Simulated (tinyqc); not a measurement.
Worked calculation: capillary instabilities by surface diffusion: grooving and agglomeration of films, edge retraction, wire break-up and smoothing of roughness. Computed by tinyqc, a small Python program that keeps every step. Command: `OMP_NUM_THREADS=1 python tinyqc.py 3012397 3012398 out.jsonl dewet walk`. One thread of a shared host (Intel(R) Xeon(R) Processor @ 2.30GHz), about 0.01 s of CPU time with the checks. Intermediate numbers are printed to about 5 digits and carried at full precision; extremes and crossings named in words are read from the listed rows.

Isotropic surface energy; shapes change by surface diffusion alone.

Inputs (values chosen for the exercise, of the order of those of a gold film):
```
quantity,value,unit
surface energy gamma_s,1.43,J/m^2
grain-boundary energy gamma_b,0.6,J/m^2
contact angle on the substrate theta,50,degrees
atomic volume Omega,17,angstrom^3
surface sites nu,13,1/nm^2
prefactor D0,5.9e-06,m^2/s
activation energy Q,0.853,eV
temperature T,444,K
time t,2400,s
film thickness h,18,nm
grain radius R,510,nm
wire radius r,16,nm
initial ripple over radius,0.01,-
roughness wavelength lambda,11,nm
```

Grooves: at the surface only.

Constants: k_B = 8.617333262e-05 eV/K; k_B = 1.380649e-23 J/K.

## The Mullins constant

B = D_s nu gamma_s Omega^2/(k_B T), D_s = D0 exp(-Q/(k_B T)).

D_s = 1.2262e-15 m^2/s

B = 1074.7 nm^4/s

length (B t)^(1/4) = 40.075 nm

Lengths grow as t^(1/4): doubling one takes 16 times as long, or roughly 66 K more.

## Will grooves cut through?

Groove angle beta: sin(beta) = gamma_b/(2 gamma). For circular grains of radius R with spherical caps the groove ends (measured from the mean surface) at the depth R g(beta), g = (2 - 3 cos beta + cos^3 beta)/(3 sin^3 beta). The film parts if R g(beta_s) > h.

beta_s = 12.110 degrees

sum of g = 0.053237

critical R/h = 18.784

final depth over h = 1.5084

Given enough time, the grooves reach through: holes open at boundaries and, earlier, at triple junctions.

## Groove growth in time

Mullins' isolated groove: depth below the flat surface d = 0.780 m (B t)^(1/4), m = tan(beta_s), width between the ridges 4.6 (B t)^(1/4); time to reach h: (h/(0.780 m))^4/B.

groove depth = 6.7070 nm

groove width = 184.35 nm

time to reach the substrate = 1.2451e+05 s

## Retraction of a straight edge

A rim shaped as a circular segment with contact angle theta holds the area h x; its radius r obeys r^2 (theta - sin theta cos theta) = h x. To advance, the edge must carry a strip of the rim height H = r (1 - cos theta) over the rim, driven by the curvature 1/r over the distance r theta (the scaling argument of Brandon and Bradshaw): H dx/dt = B/(theta r^2) gives x^(5/2) = (5/2) B t c^(3/2)/(theta (1 - cos theta) h^(3/2)), c = theta - sin theta cos theta.

retraction x = 83.397 nm

rim height H = 22.444 nm

present speed = 0.013900 nm/s

The rim is 1.2 times the film thickness. x goes as t^(2/5) h^(-3/5): thin films retract faster. Caution: the rim is not yet high against the film, as the scaling law assumes.

## Break-up of a free wire

A wire with r + A cos(k z) has dA/dt = (B/r^4) (kr)^2 [1 - (kr)^2] A: unstable for wavelengths above 2 pi r, fastest at kr = 1/sqrt 2 with the rate B/(4 r^4); break-up time about (4 r^4/B) ln(r/A0); each wavelength makes a sphere of radius (3 r^2 lambda_m/4)^(1/3).

fastest wavelength = 142.17 nm

break-up time = 1123.3 s

radius of the spheres = 30.110 nm

t over the break-up time = 2.1365

The wire breaks up within t. Caution: faceting can stabilise wires along low-index directions.

## Smoothing against break-up

Roughness of wavelength lambda on a flat face decays as exp[-B (2 pi/lambda)^4 t]; the smoothing time is that for a factor e^3.

Times (s); the last column is (h/(0.780 tan beta_s))^4/B:
```
T (K),B (nm^4/s),smoothing,wire break-up,groove to depth h
377,2.4077e+01,1.1705e+00,5.0140e+04,5.5574e+06
400,1.0270e+02,2.7442e-01,1.1755e+04,1.3029e+06
422,3.5367e+02,7.9685e-02,3.4134e+03,3.7834e+05
444,1.0747e+03,2.6223e-02,1.1233e+03,1.2451e+05
466,2.9335e+03,9.6070e-03,4.1153e+02,4.5613e+04
488,7.2986e+03,3.8613e-03,1.6540e+02,1.8333e+04
533,3.7041e+04,7.6083e-04,3.2591e+01,3.6124e+03
```

All times share 1/B, so their ratios do not depend on T: break-up over smoothing is 43000. An anneal can smooth this roughness well before the wire breaks. Smoothing is safe for lambda well below 2 pi r, above which a ripple along the wire grows instead. B spans 3.2 decades over these rows.

Checks made by the program: g against the volume of a spherical cap (relative difference below 1e-10).
